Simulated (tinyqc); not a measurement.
What moves the results: Fermi-Dirac statistics of conduction electrons. A value that a table varies takes the place of the one given here.

Non-parabolic band E (1 + alpha E) = c k^2/m: n = Nc (2/sqrt(pi)) integral_0^infinity sqrt(x (1 + a x)) (1 + 2 a x) dx/(1 + exp(x - eta)) with a = alpha kT and eta = (EF - Ec)/kT; a = 0 gives n = Nc F_1/2(eta).

Constants: hbar^2/2m0 = 3.80998211 eV angstrom^2; kB = 8.617333262e-05 eV/K.

Inputs chosen for the exercise (near those of GaN, lowest valleys alone; shifted at random, so the results belong to these values and not to a real crystal): m = 0.201 m0 (density-of-states mass of the conduction band); T = 215 K; alpha = 0.18 1/eV (non-parabolicity); n = 1.3e+18 1/cm^3 (electron density).

## Parabolic against non-parabolic filling

N = 2 (m kB T/(4 pi c))^(3/2) with c = hbar^2/2m0, in 1/angstrom^3; times 1e24 for 1/cm^3. k_F = (3 pi^2 n)^(1/3) and the energy E0 that solves E (1 + alpha E) = c k_F^2/m give the limit of zero temperature.

EF - Ec (meV):
```
n (1/cm^3),parabolic,non-parabolic,"non-parabolic, 0 K"
1.0e+17,-48.0,-48.3,3.9
5.0e+17,-16.3,-16.6,11.4
2.0e+18,16.3,15.9,28.7
7.0e+18,61.5,60.5,65.6
2.0e+19,131.5,128.1,130.6
7.0e+19,307.2,291.5,292.7
```

What can be read from the table?

Non-parabolicity lowers EF by 0.2 meV at the lowest density and by 15.7 meV at the highest, where alpha (EF - Ec) = 0.05. Temperature lowers EF below its 0 K value by 52.2 meV at the lowest density and by 1.2 meV at the highest. EF enters the band between 5e+17 and 2e+18 1/cm^3.

## What moves the Fermi level

N = 2 (m kB T/(4 pi c))^(3/2) with c = hbar^2/2m0, in 1/angstrom^3; times 1e24 for 1/cm^3. Each row changes one parameter from the base and keeps the others.

Results:
```
case,parabolic EF - Ec (meV),non-parabolic EF - Ec (meV)
base,5.13,4.77
m = 0.1809 m0,9.09,8.71
T = 265 K,-2.85,-3.34
n = 2.6e+18 1/cm^3,23.95,23.45
alpha = 0.27 1/eV,5.13,4.60
```

What does this show?

The largest shifts from the base row, up to three for each result and ties (the steps differ in size, so this ranks the rows, not the parameters). parabolic EF - Ec (meV): n +18.82, T -7.98, m +3.96; unchanged at the printed digits by alpha. non-parabolic EF - Ec (meV): n +18.68, T -8.11, m +3.94.

Run: tinyqc, `OMP_NUM_THREADS=1 python tinyqc.py 1652629 1652630 out.jsonl`; Intel(R) Xeon(R) Processor @ 2.30GHz, one thread, shared host; about 0.01 s of CPU time with all checks.
